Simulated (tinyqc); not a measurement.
Raman shift of the zone-centre optical phonon of a diamond-structure crystal under stress: one step, computed by the program tinyqc.

Axes x, y, z are the cube axes. Strain shifts the threefold optical mode and can split it; p, q and r are the phonon deformation potentials.

Task: The line seen from a (001) surface. Backscattering from a (001) surface: incident polarisation (cos phi, sin phi, 0). With Raman tensors (R_z)_xy = (R_z)_yx = 1 and cyclic, only the z component u_z of a mode counts: I = u_z^2 sin^2(2 phi) for parallel and u_z^2 cos^2(2 phi) for crossed polarisers. An unresolved line sits at the intensity-weighted shift, which is M_zz/(2 omega_0).

Inputs (values chosen for the exercise, for a model crystal): stress sigma (tension positive) = -0.11 GPa; polarisation angle phi = 20 degree.

Stress state: biaxial. Axis: [111].

M/(2 omega_0) (1/cm):
```
            x           y           z
x   0.3533343  -0.1425754  -0.1425754
y  -0.1425754   0.3533343  -0.1425754
z  -0.1425754  -0.1425754   0.3533343
```

Give: total intensity, parallel; total intensity, crossed; shift of the observed line; shift per stress; stress per shift.

Result:

total intensity, parallel = 0.4132

total intensity, crossed = 0.5868

shift of the observed line = 0.3533 1/cm

shift per stress = -3.212 1/(cm GPa)

stress per shift = -311.3 MPa cm

Shear mixes z with x and y, so the line is a blend of modes with different shifts. Caution: this stress has components normal to the (001) face, so it cannot reach a free (001) surface; it can act on buried material.
